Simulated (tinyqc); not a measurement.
CCD on RHF in the sto-3g basis, for H3+, spin multiplicity 1, step by step. One step of it, computed by the program tinyqc.

Question. Iteration 1: diagonalisation and new density. Diagonalise F' = X^T F X, C = X C', fill 1 alpha and 1 beta electrons from the bottom; D = 2 C_occ C_occ^T. Each column has its largest component positive (the first on a tie).

Fock matrix F (hartree), order 1H 1s, 2H 1s, 3H 1s:
```
[[-0.706152, -0.620799, -0.620682],
 [-0.620799, -0.625704, -0.481695],
 [-0.620682, -0.481695, -0.625652]]
```

X, order 1H 1s, 2H 1s, 3H 1s:
```
[[1.148565, -0.221961, -0.221881],
 [-0.221961, 1.098948, -0.109054],
 [-0.221881, -0.109054, 1.098904]]
```

Give: F' = X^T F X; orbital energies; coefficients C; D after iteration 1.

Answer.

F' = X^T F X (hartree):
```
[[-0.408, -0.344, -0.344],
 [-0.344, -0.410, -0.200],
 [-0.344, -0.200, -0.410]]
```

orbital energies (hartree): [-1.005, -0.210, -0.012]

coefficients C, order 1H 1s, 2H 1s, 3H 1s:
```
[[0.482, 0.000, 1.089],
 [0.403, -0.854, -0.614],
 [0.403, 0.854, -0.614]]
```

D after iteration 1, order 1H 1s, 2H 1s, 3H 1s:
```
[[0.464, 0.388, 0.388],
 [0.388, 0.324, 0.324],
 [0.388, 0.324, 0.324]]
```
